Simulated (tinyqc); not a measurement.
Inside a calculation. Method: plane-wave Kohn-Sham cycle with exchange-only LDA in a layered model solid. Computed by tinyqc, a small Python program that keeps every step. Settings: points = 16, plane-wave index or count = 2, electrons = 2, k points = 2, area = 35.0, mixing = 0.3, iteration cap = 63, Kerker q0 = 1.22. Command: `OMP_NUM_THREADS=1 python tinyqc.py 27370 27371 out.jsonl` (the two numbers bound the seeds that draw the settings). One thread of a shared host (Intel(R) Xeon(R) Processor @ 2.60GHz), about 0.02 s of CPU time with the checks.

A solid whose potential varies along x alone (atomic units):
```
parameter                      value
period a                   15.700000
cross-section of the cell  35.000000
electrons per cell                 2
grid points                       16
plane waves -n..n, n               2
k points                           2
V1 in V1 cos(2 pi x/a)     -0.530000
V2 in V2 cos(4 pi x/a)     -0.040000
```

Stop when sqrt(dV sum R^2) is below 1e-8, dV = a A/N.

Course of the cycle:
```
iteration  E (hartree)  norm of the residual
1           -1.0338810              1.20e-01
2           -1.0129511              1.14e-01
3           -0.9929225              1.09e-01
4           -0.9739747              1.04e-01
5           -0.9561589              9.92e-02
6           -0.9394646              9.49e-02
7           -0.9238513              9.10e-02
8           -0.9092649              8.73e-02
9           -0.8956461              8.39e-02
10          -0.8829346              8.07e-02
11          -0.8710713              7.77e-02
...                ...                   ...
53          -0.7150952              1.88e-02
54          -0.7145490              1.81e-02
55          -0.7140438              1.75e-02
56          -0.7135765              1.69e-02
57          -0.7131447              1.63e-02
58          -0.7127456              1.58e-02
59          -0.7123771              1.53e-02
60          -0.7120369              1.47e-02
61          -0.7117230              1.42e-02
62          -0.7114335              1.37e-02
63          -0.7111665              1.33e-02
```

Can the last value be used, and what does the course show?

Not by the stop rule. Not converged within 63 iterations: the residual falls steadily but slowly, by a factor of about 0.97 a step. Reruns (cap 100 unless said): mixing 0.1: not converged; mixing 0.5, Kerker q0 1.0: not converged; mixing 0.3, Pulay depth 5: converged in 16 (E = -0.70837); the original settings with a cap of 400: not converged.
